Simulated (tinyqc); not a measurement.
What each parameter does: quantum well in an electric field by finite differences.

Finite differences on points z_i at the centres of cells of width h: H_ii = (c/h^2)(1/m_(i-1/2) + 1/m_(i+1/2)) + V_i, H_(i,i+1) = -(c/h^2)/m_(i+1/2), where m_(i+1/2) is the mean of the masses at the two points (the end values are repeated outwards), psi = 0 on the points beyond both ends, c = hbar^2/2m0. The field adds e F (z - z0) with z0 the middle of the structure; 1 kV/cm = 1e-5 eV/angstrom.

Constants: hbar^2/2m0 = 3.80998211 eV angstrom^2.

Parameters, chosen for this exercise (near those of a non-polar GaN well in AlGaN; the results hold for these values, not for the real material):
- Lw = 42 angstrom (well width)
- Lb = 28 angstrom (each outer barrier)
- V0 = 0.255 eV (barrier height)
- mw = 0.198 m0 (mass in the well)
- mb = 0.22 m0 (mass in the barriers)
- F = 110 kV/cm (field along z)
- hf = 0.4375 angstrom (cell width of the fine grid)

Three layers: barrier, well, barrier; fine grid. The Stark shift is E1(F) - E1(0). Each row changes one parameter from the base and keeps the others.

Results:

| case | E1 (eV) | E2 - E1 (meV) | Stark shift (meV) | <z - z0> (angstrom) |
|---|---|---|---|---|
| base | 0.0502 | 141.1 | -1.16 | -2.11 |
| Lw = 49 angstrom | 0.0398 | 118.3 | -1.67 | -3.02 |
| Lb = 35 angstrom | 0.0501 | 139.1 | -1.19 | -2.16 |
| V0 = 0.306 eV | 0.0533 | 151.7 | -1.00 | -1.82 |
| mw = 0.2277 m0 | 0.0472 | 131.9 | -1.17 | -2.12 |
| mb = 0.264 m0 | 0.0478 | 138.6 | -1.19 | -2.16 |
| F = 55 kV/cm | 0.0511 | 140.6 | -0.29 | -1.06 |

The largest shifts from the base row, up to three for each result and ties (the steps differ in size, so this ranks the rows, not the parameters). E1 (eV): Lw -0.0104, V0 +0.0031, mw -0.0031. E2 - E1 (meV): Lw -22.8, V0 +10.6, mw -9.2. Stark shift (meV): F +0.87, Lw -0.51, V0 +0.16. <z - z0> (angstrom): F +1.05, Lw -0.91, V0 +0.29.

tinyqc: `OMP_NUM_THREADS=1 python tinyqc.py 1251840 1251841 out.jsonl`; about 0.03 s, one thread, shared Intel(R) Xeon(R) Processor @ 2.30GHz.
